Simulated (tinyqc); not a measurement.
Worked calculation: Pariser-Parr-Pople SCF with singles CI, for the molecule C=CC(F)=CC=C[CH2+] (SMILES; centres numbered as the heavy atoms are written). One step of it, computed by the program tinyqc.

Task: Iteration 2: orbitals and new P. Diagonalise F (the basis is taken as orthonormal) and form P = 2 sum c c over the lowest orbitals; 0.3 of the old P is kept.

F (eV), lower triangle:
```
,1C,2C,3C,4F,5C,6C,7C,8C
1C,-9.637974
2C,-5.670671,-10.630272
3C,-0.404467,-4.136741,-11.678046
4F,0.590968,0.168192,-4.196647,-24.603752
5C,0.380794,0.129668,-4.598454,0.286570,-10.919575
6C,0.172744,0.216738,-0.411376,0.557174,-5.064276,-10.428629
7C,-0.118832,-0.036257,0.322660,-0.095876,0.016991,-4.378681,-10.370782
8C,-0.131924,-0.088673,0.277825,-0.275770,0.510496,-0.512168,-5.477205,-9.289477
```

pi electrons, sum of z_r less the charge = 8

P after iteration 1, lower triangle:
```
,1C,2C,3C,4F,5C,6C,7C,8C
1C,0.841377
2C,0.868428,1.008376
3C,0.154385,0.462480,0.919775
4F,-0.241045,-0.060298,0.482236,1.609790
5C,-0.207529,-0.049510,0.584905,-0.102752,0.995403
6C,-0.120437,-0.118127,0.157071,-0.227278,0.708062,0.849751
7C,0.102959,0.025279,-0.175846,0.057155,-0.006485,0.526425,0.987532
8C,0.135388,0.076834,-0.193700,0.196289,-0.278181,0.195495,0.817392,0.787995
```

Give: orbital energies; P after iteration 2.

Result:

orbital energies (eV): -26.008  -19.119  -17.467  -15.128  -8.878  -5.331  -3.319  -2.309

P after iteration 2, lower triangle:
```
,1C,2C,3C,4F,5C,6C,7C,8C
1C,0.771
2C,0.856,1.028
3C,0.221,0.479,0.824
4F,-0.169,-0.077,0.374,1.816
5C,-0.222,-0.055,0.617,-0.121,1.025
6C,-0.168,-0.133,0.223,-0.163,0.689,0.786
7C,0.102,0.027,-0.177,0.057,-0.032,0.525,1.018
8C,0.160,0.085,-0.224,0.133,-0.262,0.241,0.821,0.731
```
